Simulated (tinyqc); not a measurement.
How far the derived k.p bands hold: k.p values derived from sp3s* tight binding at Gamma.

sp3s* tight binding, nearest neighbours only: anion (a) at 0, cation (c) at a/4 (1,1,1), orbitals s, px, py, pz, s* on each; k in units of 2 pi/a. With phases e_j = exp(i (pi/2) k.n_j) for n = (1,1,1), (1,-1,-1), (-1,1,-1), (-1,-1,1): g0 = (e1+e2+e3+e4)/4, g1 = (e1+e2-e3-e4)/4, g2 = (e1-e2+e3-e4)/4, g3 = (e1-e2-e3+e4)/4. The diagonal holds the levels Esa, Epa, Exa (s*) and Esc, Epc, Exc. Anion-cation block: <sa|sc> = Vss g0; <sa|xc> = Vsapc g1; <xa|sc> = -Vscpa g1; <xa|xc> = Vxx g0; <xa|yc> = <ya|xc> = Vxy g3, <xa|zc> = <za|xc> = Vxy g2, <ya|zc> = <za|yc> = Vxy g1; <s*a|xc> = Vxapc g1; <xa|s*c> = -Vpaxc g1; y and z take g2 and g3 in place of g1; s-s* and s*-s* vanish.

Constants: hbar^2/2m0 = 3.80998211 eV angstrom^2.

Inputs chosen for the exercise (near a published set for AlAs, fitted to gaps, whose masses and valley positions are rough; not measured data): a = 5.662 angstrom (lattice constant); Esa = -7.575 eV (s level of the anion); Epa = 0.979 eV (p level of the anion); Esc = -1.155 eV (s level of the cation); Epc = 3.578 eV (p level of the cation); Exa = 7.477 eV (s* level of the anion); Exc = 6.727 eV (s* level of the cation); Vss = -6.653 eV (s-s); Vxx = 1.882 eV (px-px); Vxy = 4.297 eV (px-py); Vsapc = 5.156 eV (s anion, p cation); Vscpa = 5.464 eV (s cation, p anion); Vxapc = 4.496 eV (s* anion, p cation); Vpaxc = 5.033 eV (p anion, s* cation).

Couplings:
```
pair       P (eV angstrom)  E(first) - E(second) (eV)
S+ to P-          -7.60343                    3.03047
S+ to P+           0.39266                   -1.54364
S- to P-           0.76950                  -11.74336
s*a to P-         -2.95708                    7.48556
s*c to P-          6.30844                    6.73556
```

mass = 0.29366 m0

L, M, N (eV angstrom^2): -24.5516  -6.5365  -27.1064

Along [100]: level 5 and level 2 of the full matrix against parabolas c k^2/m and L k^2, and against the two-level form that keeps S+ and the x state of P- exactly, [[EG + (c/m - P^2/EG) k^2, P k], [P k, (L + P^2/EG) k^2]]. Energies from Ev.

Levels (eV):
```
k (1/angstrom)  c: full  c: parabola  c: two-level  v: full  v: parabola  v: two-level
0.02             3.0356       3.0357        3.0356  -0.0098      -0.0098       -0.0098
0.04             3.0508       3.0512        3.0509  -0.0389      -0.0393       -0.0390
0.06             3.0751       3.0772        3.0757  -0.0864      -0.0884       -0.0869
0.09             3.1257       3.1356        3.1286  -0.1894      -0.1989       -0.1919
0.12             3.1879       3.2173        3.1967  -0.3257      -0.3535       -0.3330
0.16             3.2787       3.3626        3.3040  -0.5491      -0.6285       -0.5699
0.20             3.3654       3.5494        3.4216  -0.8091      -0.9821       -0.8542
0.30             3.4682       4.1981        3.7171  -1.5583      -2.2096       -1.7286
```

The conduction parabola stays within 10 meV up to k = 0.09 and the two-level form up to 0.12; for the light valence band, 0.09 and 0.12 (1/angstrom, among these rows; a dash would mean not even the first). At 0.2 the errors are +184 and +56 meV for the conduction band. Keeping the strongest coupling exactly removes most of that error; the rest comes from higher bands and from the lattice.

Computed by tinyqc, a small Python program: `OMP_NUM_THREADS=1 python tinyqc.py 1450490 1450491 out.jsonl` (the numbers bound the seed that draws the inputs); one thread of a shared host (Intel(R) Xeon(R) Processor @ 2.30GHz), about 0.01 s for the whole set of steps.
